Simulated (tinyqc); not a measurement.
Raman shift of the zone-centre optical phonon of a diamond-structure crystal under stress: one step, computed by the program tinyqc.

Axes x, y, z are the cube axes. Strain shifts the threefold optical mode and can split it; p, q and r are the phonon deformation potentials.

Problem. Secular matrix and shifts. Secular matrix: M_xx = p eps_xx + q (eps_yy + eps_zz), M_xy = 2 r eps_xy; its eigenvalues are omega^2 - omega_0^2, and the shifts are these over 2 omega_0.

Inputs (values chosen for the exercise, modelled on germanium):
```
quantity,value,unit
unstrained frequency omega_0,300.2,1/cm
p/omega_0^2,-1.44,-
q/omega_0^2,-2.02,-
r/omega_0^2,-1.07,-
```

Stress state: uniaxial. Axis: [111].

strain (per mille):
```
,x,y,z
x,-0.2815816,-0.4736265,-0.4736265
y,-0.4736265,-0.2815816,-0.4736265
z,-0.4736265,-0.4736265,-0.2815816
```

Give: M/(2 omega_0); shifts, in rising order.

Solution.

M/(2 omega_0) (1/cm):
```
,x,y,z
x,0.2316,0.1521,0.1521
y,0.1521,0.2316,0.1521
z,0.1521,0.1521,0.2316
```

shifts, in rising order (1/cm): [0.0795, 0.0795, 0.5359]
